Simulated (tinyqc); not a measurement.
Dopants and charged point defects at anneal temperature: Fermi-level effect, clustering and pairing: one step, computed by the program tinyqc.

Boltzmann statistics and full ionisation of active dopants. Energies are counted from the valence band; the defect (a vacancy or self-interstitial) has five charge states, with all degeneracy factors one.

Question. Dopant diffusivity. If every charge state of the defect carries the dopant equally well, D = D_i x enhancement x h x (active share A/N, a rough stand-in that overstates the dA/dN which immobile clusters call for), D_i being an input held fixed when T or H_f is moved; diffusion length 2 sqrt(D t).

Inputs (values chosen for the exercise, with bands modelled on GaAs):
```
quantity,value,unit
anneal temperature T,1020,K
total dopant density N,1.9e+19,cm^-3
intrinsic dopant diffusivity D_i,3.6e-15,cm^2/s
anneal time t,7000,s
```

Dopant: acceptor. Second part: clustering of the dopant.

enhancement over intrinsic = 0.1466041

field enhancement h = 1.999995

active density A = 1.794826e+19 cm^-3

Give: effective diffusivity D; D/D_i; diffusion length.

Answer.

effective diffusivity D = 9.9712e-16 cm^2/s

D/D_i = 0.27698

diffusion length = 52.839 nm
